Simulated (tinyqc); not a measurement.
Inside a calculation: special k points of the bcc lattice. Values are carried at full precision from step to step, so a last printed digit may differ when a step is redone from the rounded ones.

Lattice vectors in units of a: a1 = (-1/2, 1/2, 1/2), a2 = (1/2, -1/2, 1/2), a3 = (1/2, 1/2, -1/2); reciprocal vectors b_i with a_i . b_j = 2 pi delta_ij. Mesh: k = sum_i f_i b_i with f_i = (2 j_i + shift)/(2 N), j_i = 0 .. N-1. The point group of the lattice has 48 operations; only those that map the mesh onto itself are used.

Inputs chosen for the exercise: N = 4 (points along each reciprocal vector); shift = 1 (half steps); D = 1.99 eV (half gap term); t = 0.31 eV (coupling); e0 = 1.31 eV (offset).

## Irreducible points and weights

Join points that an operation carries into one another (modulo reciprocal vectors); list each class by its first point in the order of (j1, j2, ...).

Irreducible points:
```
f1          f2      f3  weight
0.1250  0.1250  0.1250       8
0.1250  0.1250  0.3750      12
0.1250  0.1250  0.8750       6
0.1250  0.3750  0.6250      24
0.1250  0.6250  0.6250       8
0.3750  0.3750  0.6250       6
```

operations that keep the mesh = 48
irreducible points = 6

The weights add up to 64 = N^3; symmetry saves a factor 10.7.

## Which stars the mesh integrates

A_m(k) = sum over the m-th star of lattice vectors R of cos(k . R), stars in order of length: m = 1: |R|^2 = 0.75, 8 vectors, such as (1, 1, 1) in the basis a_i; m = 2: |R|^2 = 1, 6 vectors, such as (1, 1, 0) in the basis a_i; m = 3: |R|^2 = 2, 12 vectors, such as (2, 1, 1) in the basis a_i; m = 4: |R|^2 = 2.75, 24 vectors, such as (2, 2, 1) in the basis a_i; m = 5: |R|^2 = 3, 8 vectors, such as (2, 2, 2) in the basis a_i; m = 6: |R|^2 = 4, 6 vectors, such as (2, 2, 0) in the basis a_i. The zone mean of every A_m is zero.

Lattice vectors in units of a: a1 = (-1/2, 1/2, 1/2), a2 = (1/2, -1/2, 1/2), a3 = (1/2, 1/2, -1/2); f are fractions of the reciprocal vectors. Evaluate the first six A_m at each irreducible point (k . R = 2 pi sum f_i n_i) and form the weighted means.

A_m at the points:
```
      m=1     m=2     m=3     m=4    m=5     m=6
1   2.828   0.000   0.000  -8.485  0.000  -6.000
2   0.000  -4.000   4.000   0.000  0.000   2.000
3   5.657   4.000   4.000   5.657  0.000   2.000
4   0.000   0.000  -4.000   0.000  0.000   2.000
5  -2.828   0.000   0.000   8.485  0.000  -6.000
6  -5.657   4.000   4.000  -5.657  0.000   2.000
```

weighted means: m=1 0.000, m=2 0.000, m=3 0.000, m=4 0.000, m=5 0.000, m=6 0.000

All six means vanish: the mesh is exact for functions whose Fourier series ends within these stars.

## A zone average from the irreducible points

Test function, the lower band of a two-band insulator: E(k) = -sqrt(D^2 + (e0 - t A_1(k))^2).

Lattice vectors in units of a: a1 = (-1/2, 1/2, 1/2), a2 = (1/2, -1/2, 1/2), a3 = (1/2, 1/2, -1/2). Evaluate E at each point and take the weighted mean; the reference uses the unshifted mesh with N = 24.

E at the points (eV): -2.0366  -2.3825  -2.0388  -2.3825  -2.9567  -3.6532

weighted mean = -2.4979 eV
reference mean = -2.4976 eV

The error is -0.37 meV with 6 points.

## Checks

- Weighted mean over irreducible points against the plain mean over the whole mesh (eV): both -2.497940.
- Reference mean against a mesh of N = 30 (eV): both -2.4976.

Program tinyqc; command `OMP_NUM_THREADS=1 python tinyqc.py 1680242 1680243 out.jsonl`; about 0.1 s on one thread of a shared Intel(R) Xeon(R) Processor @ 2.30GHz.
